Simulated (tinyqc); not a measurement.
# Born-von Karman spring model of a cubic crystal with one atom per cell, step by step

A worked calculation. Computed by tinyqc, a small Python program that keeps every step. Command: `OMP_NUM_THREADS=1 python tinyqc.py 3011271 3011272 out.jsonl springs walk`. One thread of a shared host (Intel(R) Xeon(R) Processor @ 2.30GHz), about 0.1 s of CPU time with the checks. Intermediate numbers are printed to about 5 digits and carried at full precision; extremes and crossings named in words are read from the listed rows.

First neighbours lie at a/2 (1,1,0) (12 of them), second at a (1,0,0) (6), with all permutations and signs; the volume per atom is Omega = a^3/4.

Inputs (values chosen for the exercise, for a model crystal):
```
quantity,value,unit
lattice constant a,5.08,angstrom
atomic mass M,20.3,u
radial spring k1L,0.596,eV/angstrom^2
transverse spring k1T,-0.026,eV/angstrom^2
radial spring k2L,0.12,eV/angstrom^2
transverse spring k2T,-0.0025,eV/angstrom^2
mesh divisions n,10,-
temperature T,150,K
```

Lattice: fcc.

wave vector q (2 pi/a): [0.27, 0.2, 0.095]

Constants: nu for 1 eV/(angstrom^2 u) = 15.6333042 THz; 1 eV/angstrom^3 = 160.2176634 GPa; u = 1.6605390666e-27 kg; h x 1 THz = 4.135667696 meV; k_B = 8.617333262e-05 eV/K; hbar^2/u = 4.18015928e-03 eV angstrom^2; hbar = 1.054571817e-34 J s; k_B = 1.380649e-23 J/K.

## Dynamical matrix at q

A neighbour at R with unit vector n couples by the matrix K(R) = kL n n^T + kT (1 - n n^T), and D(q) = (1/M) sum_R K(R) [1 - cos(q.R)].

D(q) (eV/(angstrom^2 u)):
```
,x,y,z
x,0.058704,0.027019,0.013516
y,0.027019,0.044811,0.010591
z,0.013516,0.010591,0.032610
```

## Frequencies and polarisations

Diagonalise D. An eigenvalue lambda of D in eV/(angstrom^2 u) gives nu = 15.6333042 THz x sqrt(lambda). Eigenvectors are columns, with the largest component positive; the longitudinal weight is (e.q)^2/q^2.

eigenvalues (eV/(angstrom^2 u)): [0.023858, 0.027011, 0.085256]

frequencies (THz): [2.4147, 2.5694, 4.5647]

polarisation vectors:
```
,mode 1,mode 2,mode 3
x,-0.60644,-0.26112,0.75103
y,0.79473,-0.16913,0.58292
z,-0.02519,0.95037,0.31009
```

longitudinal weights: [0.00042, 0.00162, 0.99796]

Mode 3 is the most longitudinal, with weight 1.00.

## Elastic constants from long waves

[ij,kl] = (1/(2 Omega)) sum_R K_ij R_k R_l; C11 = [xx,xx], C44 = [xx,yy], C12 = 2 [xy,xy] - C44; B = (C11 + 2 C12)/3; Zener ratio A = 2 C44/(C11 - C12). K(R) = kL n n^T + kT (1 - n n^T).

C11 = 51.093 GPa

C12 = 23.213 GPa

C44 = 16.022 GPa

bulk modulus B = 32.506 GPa

Zener ratio A = 1.1493

C12 - C44 = 7.19 GPa: the Cauchy relation fails because sum_R kT R^2 is not zero; a negative sum gives a positive Cauchy pressure.

## Sound velocities

rho = M/Omega and v = sqrt(C/rho), with C = C11, C44, C44 along [100]; (C11 + C12 + 2 C44)/2, C44, (C11 - C12)/2 along [110]; (C11 + 2 C12 + 4 C44)/3 and twice (C11 - C12 + C44)/3 along [111].

density rho = 1028.5 kg/m^3

Velocities (m/s):
```
direction,longitudinal,transverse 1,transverse 2
[100],7048.1,3946.8,3946.8
[110],7190.3,3946.8,3681.5
[111],7237.0,3772.0,3772.0
```

Along [110] the two transverse waves differ by a factor sqrt(2 C44/(C11 - C12)) = 1.072.

## Frequencies at the zone boundary

The formulas are those given above.

Frequencies (THz) at points given in 2 pi/a:
```
point,nu 1,nu 2,nu 3
"X (1, 0, 0)",4.9946,4.9946,7.4094
"L (0.5, 0.5, 0.5)",4.0938,4.0938,7.8543
"W (1, 0.5, 0)",5.5430,6.3089,6.3089
"K (0.75, 0.75, 0)",4.8472,6.2026,6.7907
```

## Highest frequency at X

Take the highest frequency at X = (1, 0, 0) (2 pi/a).

highest frequency at X = 7.4094 THz

## Dispersion against the sound-wave line

The last column divides the top branch by the straight line with its slope at G. End points in 2 pi/a: X = (1, 0, 0), L = (0.5, 0.5, 0.5).

Frequencies (THz) along two lines:
```
line,fraction of the way,nu 1,nu 2,nu 3,nu 3 / linear
G-X,0.10,0.7739,0.7739,1.3767,0.99228
G-X,0.25,1.8955,1.8955,3.3060,0.95312
G-X,0.40,2.9171,2.9171,4.9188,0.88631
G-X,0.55,3.7824,3.7824,6.1140,0.80123
G-X,0.70,4.4413,4.4413,6.8824,0.70865
G-X,0.85,4.8540,4.8540,7.2869,0.61789
G-X,1.00,4.9946,4.9946,7.4094,0.53404
G-L,0.10,0.6404,0.6404,1.2287,0.99589
G-L,0.25,1.5666,1.5666,3.0057,0.97450
G-L,0.40,2.4063,2.4063,4.6166,0.93549
G-L,0.55,3.1129,3.1129,5.9725,0.88016
G-L,0.70,3.6476,3.6476,6.9982,0.81033
G-L,0.85,3.9806,3.9806,7.6373,0.72827
G-L,1.00,4.0938,4.0938,7.8543,0.63662
```

Along G-X the top branch ends at 53 % of its linear extrapolation. Along G-L the top branch ends at 64 % of its linear extrapolation, which is the 2/pi of a pure sine: planes normal to this line couple to their next planes alone. A Debye model keeps the straight line throughout.

## Thermal sums on a mesh

Mesh: q = sum_i (m_i + 1/2)/n b_i, m_i = 0..n-1, with b = [[-1, 1, 1], [1, -1, 1], [1, 1, -1]] in 2 pi/a; sums are averages over the n^3 points, per atom. With x = h nu/(k_B T) and n = 1/(exp(x) - 1) for each mode: F = k_B T [x/2 + ln(1 - exp(-x))], U = k_B T x (n + 1/2), S/k_B = x n - ln(1 - exp(-x)), C/k_B = x^2 n (n + 1). <u_x^2> = (1/3) sum over modes of hbar^2/(2 M h nu) coth(x/2); zero-point energy = sum h nu/2. <u_x^2> converges slowly with the mesh, from below, with an error of order 1/n.

free energy F = 22.663 meV/atom

energy U = 47.822 meV/atom

entropy S = 1.9464 k_B/atom

heat capacity C = 2.3762 k_B/atom

<u_x^2> = 0.0097383 angstrom^2

zero-point energy = 32.223 meV/atom

C is 79 % of the classical 3 k_B, and the zero-point energy is 67 % of U.

## Debye temperature from the elastic constants

Christoffel matrix G_xx = C11 n_x^2 + C44 (1 - n_x^2), G_xy = (C12 + C44) n_x n_y, with eigenvalues rho v^2; v_m^-3 is the mean of v^-3 over three branches and all directions (12 Gauss-Legendre points in cos(theta) times 24 angles phi = (j + 1/2) pi/12); q_D = (6 pi^2/Omega)^(1/3); Theta = hbar v_m q_D/k_B.

mean velocity v_m = 4285.0 m/s

Debye wave number q_D = 1.2180 1/angstrom

elastic Debye temperature = 398.64 K

## Full spectrum, Debye and Einstein heat capacities

Mesh: q = sum_i (m_i + 1/2)/n b_i, m_i = 0..n-1, with b = [[-1, 1, 1], [1, -1, 1], [1, 1, -1]] in 2 pi/a; sums are averages over the n^3 points (here n = 14), per atom. Debye: C = 9 k_B (T/Theta)^3 int_0^(Theta/T) x^4 e^x/(e^x - 1)^2 dx with the elastic Theta. Einstein: three modes at the root-mean-square frequency. The last column is the Theta that makes the Debye formula give the full C at that T.

root-mean-square frequency = 5.3821 THz

Heat capacity (k_B/atom):
```
T (K),full spectrum,Debye,Einstein,Theta from C (K)
48,0.5934,0.3766,0.4035,330.77
72,1.2628,0.9285,1.1299,329.98
100,1.8346,1.5153,1.7694,331.00
140,2.3006,2.0646,2.2764,331.99
200,2.6227,2.4793,2.6156,332.68
300,2.8229,2.7510,2.8213,333.10
400,2.8984,2.8561,2.8979,333.26
600,2.9542,2.9348,2.9541,333.37
```

The apparent Theta runs from 330 to 333 K against the elastic 399 K; at high T it tends to sqrt(5/3) h nu_rms/k_B = 333 K. At the lowest T the Debye value is 0.63 and the Einstein value 0.68 times the full one; dispersion bends the branches below the sound lines, so the real spectrum has more low modes than Debye assumes. At the highest T Debye misses by 0.66 % and Einstein by 0.0036 %.

Checks made by the program: slopes of the dispersion along [110] against the sound velocities (relative difference 2e-08); F = U - T S (relative difference below 1e-10).
